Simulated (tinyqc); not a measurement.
Hydrogenic impurity: series, fields, screening, photoionisation and donor-acceptor pairs: one step, computed by the program tinyqc. Command: `OMP_NUM_THREADS=1 python tinyqc.py 3028374 3028375 out.jsonl hydrogenic walk`. One thread of a shared host (Intel(R) Xeon(R) Processor @ 2.30GHz), about 0.01 s of CPU time with the checks.

One isotropic, parabolic band. Effective units: Ry* and a*, in which H = -nabla^2 - 2/r.

Task: Overlap of donors. Wigner-Seitz radius r_s = (3/(4 pi N))^(1/3); Mott criterion N_c^(1/3) a* = 0.26; overlap of two 1s orbitals at distance d: S = exp(-x)(1 + x + x^2/3), x = d/a*, with d = N^(-1/3).

Inputs (values chosen for the exercise, for a model semiconductor): donor density N = 4e+18 cm^-3.

Parts treated: electric field and pairs.

a* = 18.15372 angstrom

Give: r_s; Mott density; N over the Mott density; overlap S.

Result:

r_s = 39.08 angstrom

Mott density = 2.938e+18 cm^-3

N over the Mott density = 1.362

overlap S = 0.2640

The sample is on the metallic side of the criterion: isolated levels no longer exist. Caution: N lies above the Mott density, where the levels of isolated donors have no meaning.
